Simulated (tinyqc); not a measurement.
Quantum-confined Stark effect in a modulator well, step by step. Values are carried at full precision from step to step, so a last printed digit may differ when a step is redone from the rounded ones.

Constants: hbar^2/2m0 = 3.80998211 eV angstrom^2; e^2/(4 pi eps0) = 14.39964547 eV angstrom; hc = 1239.841984 eV nm.

Parameters, chosen for this exercise (near those of a Ge well in SiGe, direct gap; shifted at random, so the results belong to these values and not to a real crystal):
- L = 74 angstrom (well width)
- me = 0.0414 m0 (electron, well)
- mh = 0.212 m0 (heavy hole along z, well)
- F = 43 kV/cm (field)
- Vc = 0.383 eV (conduction offset)
- Vv = 0.104 eV (heavy-hole offset)
- meb = 0.0548 m0 (electron, barrier)
- mhb = 0.236 m0 (heavy hole, barrier)
- Eg = 0.828 eV (gap of the well)
- mp = 0.073 m0 (heavy hole in the plane)
- eps = 15.6 (dielectric constant)
- dE = 8 meV (operating point below the zero-field line)
- G = 6 meV (half width of the exciton line)

## Estimate for hard walls

Second order: each level moves by -C m (e F)^2 L^4/(2c), C = (15/pi^2 - 1)/(24 pi^2), c = hbar^2/2m0, 1 kV/cm = 1e-5 eV/angstrom. It holds while e F L is no more than about twice 3 c pi^2/(m L^2).

Estimate:
```
carrier,shift (meV),e F L over the level spacing
electron,-0.07,0.06
heavy hole,-0.34,0.33
```

The hole, 5.1 times heavier, carries 84 % of the estimated shift.

## Levels and envelopes

Envelopes on cells of 0.5 angstrom over the well |z| < L/2 and 45 angstrom of barrier on each side, psi = 0 beyond, psi'/m continuous (mean mass between points), c = hbar^2/2m0. The electron sees + e F z and the hole - e F z, each with its offset in the barriers; 1 kV/cm = 1e-5 eV/angstrom. Light holes, band mixing and escape by tunnelling are left out.

Ground levels, squared overlap and separation <z>_h - <z>_e without and with the field.

Results:
```
F (kV/cm),E_e (meV),E_h (meV),overlap^2,separation (angstrom)
0,75.02,16.94,0.997,0.0
43,74.65,15.52,0.954,8.3
```

The electron level moves by -0.37 meV (5.6 times the hard-wall estimate, since it leaks into the barriers and sees a wider well) and the hole level by -1.42 meV (4.21 times).

## Exciton

Exciton: in-plane function exp(-rho/lam), 1/mu = 1/me + 1/mp, E(lam) = c/(mu lam^2) - (q/eps) times the integral over k of Fm(k)(1 + (k lam/2)^2)^(-3/2), Fm(k) the double integral of psi_e^2 psi_h^2 exp(-k |z - z'|), q = e^2/(4 pi eps0); binding Eb = -E at the minimum. Line at Eg + E_e + E_h - Eb, strength proportional to overlap^2/lam^2.

Minimise over lam without and with the field.

Results:
```
F (kV/cm),lam (angstrom),Eb (meV),line (eV),nm,overlap^2/lam^2 (1e-4/angstrom^2)
0,212.3,4.19,0.9158,1353.9,0.2214
43,213.8,4.16,0.9140,1356.5,0.2088
```

The weaker binding gives back 0.04 meV of the red shift, leaving 1.8 meV; the strength falls to 94 %.

## Contrast at the operating point

With a Gaussian line of half width G, the absorption at E_op = line(0) - dE is proportional to strength x exp(-ln2 ((E_op - line)/G)^2); continuum absorption is left out. Give it at both fields, relative to the zero-field peak.

E_op = 0.9078 eV
wavelength = 1365.8 nm

absorption without and with the field: 0.29  0.45

The field changes the absorption by +0.15 of the zero-field peak. The zero-field tail still absorbs here, since dE is no more than 2G, which costs insertion loss.

## Checks

- Zero-field levels against the matching condition of the square well, meV: largest difference 1.9e-01.
- Slope d(E_e + E_h)/dF against minus the separation (Hellmann-Feynman), angstrom: both -8.3.

tinyqc: `OMP_NUM_THREADS=1 python tinyqc.py 1251103 1251104 out.jsonl`; about 0.2 s, one thread, shared Intel(R) Xeon(R) Processor @ 2.30GHz.
